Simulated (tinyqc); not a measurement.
What a faster ramp buys: rapid thermal processing of a wafer: radiative balance, ramp and cooling, pattern effects, pyrometer error and spike budget. Computed by tinyqc, a small Python program. Command: `OMP_NUM_THREADS=1 python tinyqc.py 3110270 3110271 out.jsonl rtp walk`. One thread of a shared host (Intel(R) Xeon(R) Processor @ 2.30GHz), about 0.04 s of CPU time with the checks.

The wafer is opaque and uniform through its thickness unless said otherwise; temperatures in formulas are in kelvin (C + 273.15). sigma = 5.670374419e-12 W/(cm^2 K^4).

Inputs (values chosen for the exercise, modelled on a hot silicon wafer):

| quantity | value | unit |
|---|---|---|
| wafer thickness d | 625 | micrometre |
| heat capacity per volume C | 2.14 | J/(cm^3 K) |
| thermal conductivity k | 0.25 | W/(cm K) |
| emissivity eps of each face | 0.55 | - |
| reflectivity of the chamber walls r | 0.27 | - |
| gas heat-transfer coefficient h, both faces together | 1.1 | mW/(cm^2 K) |
| wall temperature T_w | 350 | K |
| process temperature | 1060 | C |
| starting temperature | 550 | C |
| ramp rate | 46 | K/s |
| activation energy of the process E_a | 1.24 | eV |

Constants: k_B = 8.617333262e-05 eV/K.

Method:
- Effective emissivity between parallel grey plates: eps_eff = 1/(1/eps + 1/(1 - r) - 1). Loss per area q(T) = 2 eps_eff sigma (T^4 - T_w^4) + h (T - T_w).
- Absorbed power during a ramp = q(T) + C d x ramp rate; thermal time constant tau = C d/(dq/dT), dq/dT = 8 eps_eff sigma T^3 + h; natural cooling rate q/(C d); front-to-back difference under one-sided heating at the end of the ramp = (absorbed power) d/(2 k).
- Cooling with the lamps off: C d dT/dt = -q(T), integrated adaptively (relative tolerance 1e-10).
- Spike anneal: linear ramp to the peak, then lamps off. Equivalent time at the peak = int exp(-(E_a/k_B)(1/T - 1/T_peak)) dt; estimate (k_B T^2/E_a)(1/ramp rate + 1/cooling rate). The ramp part uses 4000 trapezoid steps, the cooling part 4000 steps over 4 tau.

time constant tau = 2.66314 s

holding power q = 17.3757 W/cm^2

natural cooling rate = 129.912 K/s

Against the ramp rate:

| ramp (K/s) | ramp part (s) | cooling part (s) | total (s) | power at the peak (W/cm^2) |
|---|---|---|---|---|
| 10 | 10.529 | 1.1206 | 11.650 | 18.71 |
| 25 | 4.212 | 1.1206 | 5.332 | 20.72 |
| 50 | 2.106 | 1.1206 | 3.226 | 24.06 |
| 100 | 1.053 | 1.1206 | 2.173 | 30.75 |
| 250 | 0.421 | 1.1206 | 1.542 | 50.81 |
| 500 | 0.211 | 1.1206 | 1.331 | 84.25 |
| 1000 | 0.105 | 1.1206 | 1.226 | 151.13 |

What does the comparison show, and why?

From 10 to 100 K/s the total falls by a factor 5.4, from 100 to 1000 K/s by 1.77: the cooling part, 1.12 s, is a floor, and the natural cooling rate here is 130 K/s.

Extremes, crossings and ranges named in words are read from the listed rows.
